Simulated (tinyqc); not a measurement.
Precursor delivery by bubblers, mass-transport growth and the solid composition of a III-V alloy: one step, computed by the program tinyqc. Command: `OMP_NUM_THREADS=1 python tinyqc.py 3023548 3023549 out.jsonl movpe_thermo walk`. One thread of a shared host (Intel(R) Xeon(R) Processor @ 2.30GHz), about 0.01 s of CPU time with the checks.

1 sccm = 44.615 micromol/min; 1 torr = 133.322 Pa. The sources decompose fully at the surface.

Problem. Partial pressures in the reactor. p_i = p n_i/(44615 F_t), F_t in slm; p_V = p F_V/(1000 F_t), counted per molecule supplied; V/III = 44.615 F_V/(n1 + n2); vapour fraction of source 2 = n2/(n1 + n2).

Inputs (values chosen for the exercise, modelled on triethylgallium (source 1) and trimethylindium (source 2) for the vapour pressures): bath temperature T1 = 301 K; bath temperature T2 = 301 K; total flow F_t = 9.8 slm; group-V flow F_V = 220 sccm; reactor pressure p = 40 torr.

molar flow 1 = 15.07251 micromol/min

molar flow 2 = 11.23214 micromol/min

Give: p_1; p_2; p_V; V/III ratio; vapour fraction of source 2.

Solution.

p_1 = 0.001379 torr

p_2 = 0.001028 torr

p_V = 0.8980 torr

V/III ratio = 373.1

vapour fraction of source 2 = 0.4270
